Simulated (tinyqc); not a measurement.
The integration grid: Kohn-Sham TPSS on finer and finer grids in the 6-31g basis, for H4, spin multiplicity 1. Computed by the program tinyqc with PySCF. Self-consistent on each grid; the net force on the molecule should vanish.

Geometry (angstrom):

| atom | x | y | z |
|---|---|---|---|
| H | 0.0000 | 0.0000 | 0.0000 |
| H | 0.0000 | 0.0000 | 1.0960 |
| H | 0.0000 | 0.0000 | 2.0260 |
| H | 0.0000 | 0.0000 | 3.1220 |

Kohn-Sham energy on Becke grids (radial x angular points per atom):

| grid | points | residual of the electron count | E (hartree) | E - finest (mhartree) | largest net force without grid terms (hartree/bohr) |
|---|---|---|---|---|---|
| 10 x 14 | 542 | 2.41e-02 | -2.25891 | -5.56460 | 1.80e-16 |
| 15 x 26 | 1530 | -9.13e-03 | -2.25435 | -1.00800 | 3.05e-16 |
| 20 x 50 | 3962 | 2.90e-04 | -2.25341 | -0.06842 | 1.94e-16 |
| 30 x 86 | 10258 | 9.31e-05 | -2.25337 | -0.03185 | 2.50e-16 |
| 50 x 194 | 38700 | -2.11e-08 | -2.25334 | 0.00000 | 3.05e-16 |
| 75 x 302 | 90446 | -1.91e-09 | -2.25334 | 0.00000 | 2.36e-16 |
| 120 x 590 | 282594 | 3.35e-10 | -2.25334 | 0.00000 | 2.91e-16 |

What does the comparison show, and why?

The energy is within 0.1 mhartree of the finest grid first at 20 x 50. The error has one sign here, though quadrature is not variational. The net force vanishes by symmetry here, so only the electron count signals a poor grid.
